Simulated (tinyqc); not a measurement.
What moves the results: Shockley-Read-Hall recombination through one deep level. A value that a table varies takes the place of the one given here.

One level at Et with degeneracy 1: tn = 1/(sn vth Nt), tp = 1/(sp_ vth Nt), n1 = Nc exp((Et - Eg)/kT), p1 = Nv exp(-Et/kT), ni^2 = n1 p1. Equilibrium p0 = Nm, n0 = ni^2/Nm; n = n0 + dn, p = p0 + dn. U = (n p - ni^2)/(tp (n + n1) + tn (p + p1)), lifetime dn/U; emission rates en = sn vth n1, ep = sp_ vth p1.

Constants: kB = 8.617333262e-05 eV/K.

Values chosen for the exercise (gap and densities of states near those of Si at this temperature; not measured data):
```
symbol  value     unit    meaning
E1      0.249     eV      level (+1/0) above Ev
E2      0.749     eV      level (0/-1) above Ev
gm      2                 degeneracy of the middle state, the others 1
T       400       K
Eg      1.095     eV      gap
Nc      4.2e+19   1/cm^3  conduction-band density of states
Nv      1.77e+19  1/cm^3  valence-band density of states
Nd      -6.7e+15  1/cm^3  ionised shallow donors minus acceptors
Et      0.249     eV      recombination level above Ev
Nt      2.4e+14   1/cm^3  defects
sn      1.3e-16   cm^2    electron capture cross-section
sp_     1.3e-15   cm^2    hole capture cross-section
vth     20000000  cm/s    thermal velocity, both carriers
Nm      2.4e+15   1/cm^3  equilibrium holes for the lifetime steps
dn      9.5e+15   1/cm^3  excess pairs
```

## Charge state against the Fermi level (deep level with several charge states)

Energies from Ev. The defect has charge states +1, 0, -1 with weights 1, gm exp((EF - E1)/kT), exp((2 EF - E1 - E2)/kT); the shares are the weights over their sum. Boltzmann carriers: n = Nc exp((EF - Eg)/kT), p = Nv exp(-EF/kT). Neutrality: p - n + Nd + Nt <q> = 0.

Shares:
```
EF (eV)     +1      0     -1     <q>
0.066    0.990  0.010  0.000   0.990
0.153    0.890  0.110  0.000   0.890
0.241    0.387  0.613  0.000   0.387
0.328    0.048  0.952  0.000   0.048
0.416    0.004  0.996  0.000   0.004
0.504    0.000  0.999  0.000   0.000
0.591    0.000  0.995  0.005  -0.005
0.679    0.000  0.938  0.062  -0.062
0.766    0.000  0.550  0.450  -0.450
0.854    0.000  0.087  0.913  -0.913
0.942    0.000  0.007  0.993  -0.993
1.029    0.000  0.001  0.999  -0.999
```

Where the levels are several kT apart the middle state rules between about E1 - kT ln gm = 0.225 and E2 + kT ln gm = 0.773 eV; its largest share listed is 0.999. Each step spreads from 10 % to 90 % over 4.4 kT = 0.151 eV.

## Defects against doping (deep level with several charge states)

Nt takes the listed multiples of |Nd|; the resistivity uses mobilities of 1000 (electrons) and 300 (holes) cm^2/(V s), chosen for the exercise, and e = 1.602176634e-19 C.

Neutral state:
```
Nt/|Nd|  EF (eV)  n (1/cm^3)  p (1/cm^3)  rho (ohm cm)
0.01      0.2717    1.78e+09    6.69e+15          3.11
0.10      0.2723    1.81e+09    6.56e+15          3.17
0.30      0.2737    1.88e+09    6.31e+15          3.30
0.60      0.2757    2.00e+09    5.95e+15          3.50
0.90      0.2776    2.11e+09    5.62e+15          3.70
1.10      0.2789    2.19e+09    5.42e+15          3.84
1.50      0.2813    2.35e+09    5.05e+15          4.12
3.00      0.2894    2.97e+09    4.00e+15          5.20
10.00     0.3139    6.05e+09    1.96e+15          10.6
```

EF goes from 0.272 to 0.314 eV and the resistivity from 3.11 to 10.6 ohm cm, with a largest value of 10.6. The largest move of EF, +0.025 eV, comes between Nt/|Nd| = 3 and 10; the levels lie at 0.249 and 0.749 eV. A defect can take up to one carrier of either sign, so the doping can be cancelled no earlier than Nt = |Nd|, there only if EF lies well beyond the level that takes the carriers and otherwise at larger Nt (mean charge +0.07 in the last row).

## Lifetime against injection

Recombination:
```
dn (1/cm^3)  lifetime (microsecond)  U (1/(cm^3 s))
1.0e+11                       10.22        9.79e+15
1.0e+12                       10.22        9.79e+16
1.0e+13                       10.18        9.82e+17
1.0e+14                       9.881        1.01e+19
1.0e+15                       7.732        1.29e+20
1.0e+16                       3.399        2.94e+21
1.0e+17                       1.961        5.10e+22
1.0e+18                       1.783        5.61e+23
```

The lifetime falls from 10.22 to 1.783 microsecond; tn + tp = 1.763. At low injection it is tn (1 + p1/p0) + tp n1/p0 with n1/Nm = 3.8e-07 and p1/Nm = 5.4: re-emission lengthens it to 6.38 times the minority capture time. Auger and radiative paths are left out; they cut in at the highest injections, and in a doped direct-gap crystal the radiative one counts at all injections. dn = dp neglects trapped charge, which matters where the traps hold a charge comparable with dn, at low injection and with very unequal cross sections.

## Where a level does most harm

Et takes the values listed; G = Nt en ep/(en + ep) in a depleted region; the lifetime is for dn = 1e11 1/cm^3.

Results:
```
Et (eV)  lifetime (microsecond)  G (1/(cm^3 s))
0.066                  1.74e+03        2.84e+12
0.153                       141        3.55e+13
0.241                      12.5        4.56e+14
0.328                      2.47        5.68e+15
0.416                      1.67        7.30e+16
0.504                      1.61        9.20e+17
0.591                      1.60        2.95e+18
0.679                      1.62        3.07e+17
0.766                      1.80        2.47e+16
0.854                      4.18        1.92e+15
0.942                      34.7        1.49e+14
1.029                       415        1.20e+13
```

Generation peaks where en = ep, at Eg/2 + (kT/2) ln(sp_ Nv/(sn Nc)) = 0.572 eV; the largest value listed is at 0.591 eV, and G falls by a decade for each 0.079 eV away from the peak. The lifetime is within a factor 2 of its minimum, 1.6 microsecond, from 0.328 to 0.766 eV: recombination tolerates a wide range of Et, generation a narrow one.

## What moves lifetime and leakage

G = Nt en ep/(en + ep). Each row changes one parameter from the base and keeps the others.

Results:
```
case                  lifetime (microsecond)  G (1/(cm^3 s))
base                                   3.468        5.75e+14
Et = 0.289 eV                          2.275        1.83e+15
sn = 2.6e-16 cm^2                      1.798        1.15e+15
sp_ = 2.6e-15 cm^2                     3.404        5.75e+14
Nt = 1.2e+14 1/cm^3                    6.936        2.87e+14
Nm = 7.2e+15 1/cm^3                    2.932        5.75e+14
dn = 2.85e+16 1/cm^3                   2.420        5.75e+14
```

The largest shifts from the base row, up to three for each result and ties (the steps differ in size, so this ranks the rows, not the parameters). lifetime (microsecond): Nt +3.47, sn -1.67, Et -1.19. G (1/(cm^3 s)): Et +1.26e+15, sn +5.75e+14, Nt -2.87e+14; unchanged at the printed digits by sp_, Nm and dn.

tinyqc: `OMP_NUM_THREADS=1 python tinyqc.py 1681054 1681055 out.jsonl`; about 0.01 s, one thread, shared Intel(R) Xeon(R) Processor @ 2.30GHz.
